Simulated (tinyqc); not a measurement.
Phonon-assisted absorption at an indirect gap, step by step. Values are carried at full precision from step to step, so a last printed digit may differ when a step is redone from the rounded ones.

alpha(E) = sum_j A_j [N_j (E - Eg + w_j)^2 + (N_j + 1)(E - Eg - w_j)^2], each bracket counted only where its base is positive; N_j = 1/(exp(w_j/kB T) - 1). The first term absorbs a phonon and the second emits one; excitons and direct transitions are left out.

Constants: kB = 8.617333262e-05 eV/K.

Parameters, chosen for this exercise (loosely those of Si at room temperature; Eg is not tied to T; the results hold for these values, not for the real material):
```
symbol  value         unit         meaning
Eg      1.142         eV           indirect gap, held fixed unless listed
w       (59.2, 19.2)  meV          two zone-edge phonons
A       (2700, 210)   1/(cm eV^2)  their strengths
T       400           K
E       1.345         eV           photon energy
nr      3.56                       refractive index
d       0.79          micrometre   thickness
xj      0.1           micrometre   dead layer at the surface
W       6.2           micrometre   depleted width
L       37            micrometre   minority diffusion length below it
```

## The four branches at one energy

Evaluate the occupations and each term.

N_j: 0.2188  1.341

terms with phonon absorption (1/cm): 40.61  13.91

terms with phonon emission (1/cm): 68.05  16.61

alpha = 139.2 1/cm
wavelength hc/E (hc = 1239.841984 eV nm) = 921.8 nm

Phonon absorption supplies 39.2 % of alpha; the depth 1/alpha is 71.8 micrometre.

## What a slab does with it

Slab of thickness d in air, incoherent passes: R = ((nr - 1)/(nr + 1))^2, x = exp(-alpha d); transmitted Tr = (1 - R)^2 x/(1 - R^2 x^2), reflected Rt = R + (1 - R)^2 R x^2/(1 - R^2 x^2), absorbed Ab = (1 - R)(1 - x)/(1 - R x).

d in cm is 1e-4 times the value in micrometres.

R = 0.3152
x = 0.9891
Tr = 0.5138
Rt = 0.4753
Ab = 0.0109

A single pass would absorb (1 - R)(1 - x) = 0.0075; the back face adds 0.0034.

## Quantum efficiency of a diode

Photodiode (Gaertner form with a dead layer): QE = (1 - R) exp(-alpha xj) [1 - exp(-alpha W)/(1 + alpha L)], R = ((nr - 1)/(nr + 1))^2; responsivity = QE/E in A/W for E in eV.

Evaluate the factors; 1 micrometre = 1e-4 cm.

passes the dead layer = 0.9986
collected share = 0.3945
QE = 0.2698
responsivity = 0.2006 A/W

Without diffusion from below the collected share would be 0.0827.

## Checks

- Tr + Rt + Ab against 1: both 1.000000.

Run: tinyqc, `OMP_NUM_THREADS=1 python tinyqc.py 1681575 1681576 out.jsonl`; Intel(R) Xeon(R) Processor @ 2.30GHz, one thread, shared host; about 0.01 s of CPU time with all checks.
